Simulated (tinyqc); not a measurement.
## Well width for a wanted wavelength

Question. The layer is x parts of the first compound and 1 - x of the second, grown coherently on the second as substrate and barrier. Rows of the table: lattice constant a, average valence level Ea on an absolute scale, spin-orbit splitting so, gaps at Gamma, X and L, hydrostatic deformation potentials av and ac (Gamma), shear potential b, elastic constants, electron and heavy-hole (along z) masses. All are interpolated linearly in x; gaps get -C x (1 - x), taken wholly in the conduction band; real line-ups can differ from this model by 0.1 eV or more. In-plane strain e = (a_substrate - a)/a, e_z = -2 (c12/c11) e, volume change 2 e + e_z. With v = 2 e + e_z and d = 2 b (e_z - e): Eav = Ea + av v; E_hh = Eav + so/3 - d/2; E_lh = Eav - so/6 + d/4 + sqrt(so^2 + so d + 9 d^2/4)/2; E_c = Ea + so/3 + EG + ac v (Gamma). Substrate: E_v = Ea + so/3, E_c = E_v + EG. Well depths: dEc = E_c(substrate) - E_c, dEhh = E_hh - E_v(substrate), dElh likewise; strained Gamma gap E_c - max(E_hh, E_lh); positive values confine carriers in the layer. Lowest level of a finite well of width Lw and depth V: kw Lw/2 = arctan(sqrt((mw/mb)(V - E)/E)), kw = sqrt(mw E/C), C = hbar^2/(2 m0), for electrons (dEc) and heavy holes (dEhh), mb from the substrate; transition E_c - E_hh + both levels, without exciton binding; wavelength h c/E. Find Lw and the two levels.

Inputs (values chosen for the exercise):

| symbol | value | unit | meaning |
|---|---|---|---|
| x | 0.3 |  | fraction of the first compound in the layer |
| CG | 0.1 | eV | bowing of the Gamma gap |
| CX | 0.27 | eV | bowing of the X gap |
| CL | 0.27 | eV | bowing of the L gap |

Constants: q = 1.602176634e-19 C, hbar = 1.054571817e-34 J s, h = 6.62607015e-34 J s, m0 = 9.1093837015e-31 kg, c = 299792458 m/s, hbar^2/(2 m0) = 0.0380998212 eV nm^2. Results are converted to the units shown.

Binary compounds, values chosen for the exercise:
```
	close to InAs	close to InP
a (angstrom)	6.058	5.869
Ea (eV)	-6.67	-7.04
so (eV)	0.384	0.109
EG (eV)	0.351	1.35
EX (eV)	1.36	2.22
EL (eV)	1.08	1.9
av (eV)	0.986	1.26
ac (eV)	-5.12	-5.03
b (eV)	-1.79	-1.7
c11 (GPa)	82.9	101
c12 (GPa)	45.7	56.5
me (m0)	0.0232	0.0796
mh (m0)	0.326	0.535
```

wavelength = 1137.8471 nm

Answer. Both levels fall steadily as the well widens, so the wavelength rises steadily and one width matches.

Lw = 8.40 nm
electron level = 34.3 meV
heavy-hole level = 8.12 meV

tinyqc, about 0.01 s, one thread, Intel Xeon 2.30GHz (shared host): `OMP_NUM_THREADS=1 python tinyqc.py 2690106 2690107 out.jsonl`
